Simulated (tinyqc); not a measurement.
# One-sided p+-n junction, ionisation integral and breakdown: effects of single changes

A p+ layer at x < 0 and an n drift layer from x = 0. Depletion approximation, built-in voltage neglected. Local ionisation coefficients alpha_n = an exp(-(bn/E)^mx), alpha_p = ap exp(-(bp/E)^mx). Electrons move towards +x, holes towards x = 0.

Values chosen for this exercise; material values close to those of 4H silicon carbide: relative permittivity eps_r = 9.84; prefactor of the electron ionisation coefficient an = 1.7e8 1/cm; field constant for electrons bn = 3.13e7 V/cm; prefactor of the hole ionisation coefficient ap = 3.38e8 1/cm; field constant for holes bp = 2.66e7 V/cm; exponent mx = 1; electron mobility of the drift layer mu = 851 cm^2/(V s); donor density of the drift layer N = 1.1e15 cm^-3.

Constants: q = 1.602176634e-19 C, eps0 = 8.8541878128e-14 F/cm where lengths are in cm. Results are converted to the units shown.

Each table varies one quantity; the others keep the values above.

## Multiplication against voltage

W = sqrt(2 eps0 eps_r V/(q N)), peak field E0 = q N W/(eps0 eps_r), falling linearly to 0 at W. G(x) = integral from 0 to x of (alpha_n - alpha_p); I_n = integral of alpha_n exp(-G) (electrons injected at x = 0), I_p = integral of alpha_p exp(G(end) - G) (holes injected at the far edge); M = 1/(1 - I). Integrals on a fine grid; BV is where I_n = 1. Here BV = 13366.7 V; the Miller exponent is n = ln(1 - 1/M)/ln(V/BV).

Multiplication against voltage:

| V (V) | E0 (kV/cm) | I_n | I_p | M_n | M_p | Miller n, electrons | Miller n, holes |
|---|---|---|---|---|---|---|---|
| 5350 | 1.47e3 | 3.07e-5 | 0.00173 | 1.00 | 1.00 | 11.3 | 6.95 |
| 6680 | 1.64e3 | 3.57e-4 | 0.0142 | 1.00 | 1.01 | 11.4 | 6.14 |
| 8020 | 1.80e3 | 0.00230 | 0.0674 | 1.00 | 1.07 | 11.9 | 5.28 |
| 9360 | 1.95e3 | 0.0105 | 0.216 | 1.01 | 1.28 | 12.8 | 4.30 |
| 10700 | 2.08e3 | 0.0412 | 0.492 | 1.04 | 1.97 | 14.3 | 3.19 |
| 11500 | 2.16e3 | 0.0942 | 0.687 | 1.10 | 3.20 | 15.7 | 2.49 |
| 12300 | 2.23e3 | 0.233 | 0.859 | 1.30 | 7.10 | 17.5 | 1.82 |
| 12800 | 2.28e3 | 0.440 | 0.939 | 1.78 | 16.5 | 19.0 | 1.45 |
| 13200 | 2.31e3 | 0.775 | 0.985 | 4.44 | 68.0 | 20.3 | 1.18 |

M_n rises from 1.000 to 4.44 and M_p from 1.002 to 68.0; both diverge at BV. The Miller exponent for electrons rises from 11.3 to 20.3 and that for holes falls from 6.95 to 1.18, so one exponent describes neither over the whole range. The larger multiplication belongs to holes, whose coefficient at the peak field of the last row is 15.2 times the other.

## Effect of the drift doping

Same model as above.

Specific on-resistance Ron = W/(q mu N) with constant mobility and full ionisation.

Effect of the drift doping:

| N (cm^-3) | BV (V) | E0 at BV (kV/cm) | W at BV (um) | Ron (mohm cm^2) | BV^2/Ron (MW/cm^2) | eps0 eps_r mu E0^3/4 (MW/cm^2) |
|---|---|---|---|---|---|---|
| 9.2e13 | 1.15e5 | 1.97e3 | 1.16e3 | 9.28e3 | 1.42e3 | 1.42e3 |
| 1.8e14 | 6.38e4 | 2.06e3 | 621 | 2.53e3 | 1.61e3 | 1.61e3 |
| 3.4e14 | 3.67e4 | 2.14e3 | 343 | 739 | 1.83e3 | 1.83e3 |
| 6.5e14 | 2.10e4 | 2.24e3 | 187 | 211 | 2.08e3 | 2.08e3 |
| 1.2e15 | 1.24e4 | 2.34e3 | 106 | 64.8 | 2.38e3 | 2.38e3 |
| 2.4e15 | 6.87e3 | 2.46e3 | 55.8 | 17.1 | 2.77e3 | 2.77e3 |
| 4.6e15 | 3.96e3 | 2.59e3 | 30.6 | 4.88 | 3.22e3 | 3.22e3 |
| 8.8e15 | 2.30e3 | 2.73e3 | 16.9 | 1.41 | 3.77e3 | 3.77e3 |

Read the table: what changes, and by how much?

BV falls from 1.15e5 to 2300 V while the critical field rises from 1970 to 2730 kV/cm. BV goes as N^(-0.87) between the first two rows and N^(-0.84) between the last two (a coefficient proportional to E^7 gives -0.75 without punch-through). Ron goes as BV^(2.25) over the table; the last two columns agree since BV = E0 W/2 and N = eps0 eps_r E0/(q W).

Numbers from tinyqc (`OMP_NUM_THREADS=1 python tinyqc.py 2120037 2120038 out.jsonl`; about 0.08 s on one thread of a shared Intel Xeon 2.30GHz).
